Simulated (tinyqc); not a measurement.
Two-step dopant diffusion (predeposition and drive-in) with a constant diffusivity: one step, computed by the program tinyqc. Command: `OMP_NUM_THREADS=1 python tinyqc.py 3030054 3030055 out.jsonl dopdiff walk`. One thread of a shared host (Intel(R) Xeon(R) Processor @ 2.30GHz), about 0.07 s of CPU time with the checks.

Fick diffusion into a half space x > 0 whose background doping C_B is of the opposite type, so that a junction lies where C = C_B.

Task: Drive-in as a Gaussian. With a sealed surface and a thin source, C = Q/sqrt(pi (Dt)2) exp(-x^2/(4 (Dt)2)); x_j = 2 sqrt((Dt)2 ln(C(0)/C_B)); gradient at the junction |dC/dx| = C_B x_j/(2 (Dt)2).

Inputs (values chosen for the exercise, modelled on boron in silicon):
```
quantity                        value    unit
surface concentration C_s     1.2e+20  1/cm^3
background doping C_B         3.1e+16  1/cm^3
predeposition temperature T1     1025       C
drive-in temperature T2          1000       C
stand-by temperature              800       C
```

dose Q = 3.063617e+14 1/cm^2

drive-in budget (Dt)2 = 7.010858e-11 cm^2

Give: surface concentration C(0) (Gaussian); junction depth x_j; gradient at the junction.

Result:

surface concentration C(0) (Gaussian) = 2.064e+19 1/cm^3

junction depth x_j = 0.4270 um

gradient at the junction = 9.440e+21 1/cm^4

Caution: the drive-in budget is under fifteen times D1 t1, so the source is not thin and the Gaussian junction is too shallow. Caution: the surface value exceeds the intrinsic carrier density during the drive-in as well. Caution: C_s exceeds the intrinsic carrier density of silicon at the predeposition temperature (2e18 to 1e19 per cm^3), where real diffusivities rise with concentration and profiles turn box-like.
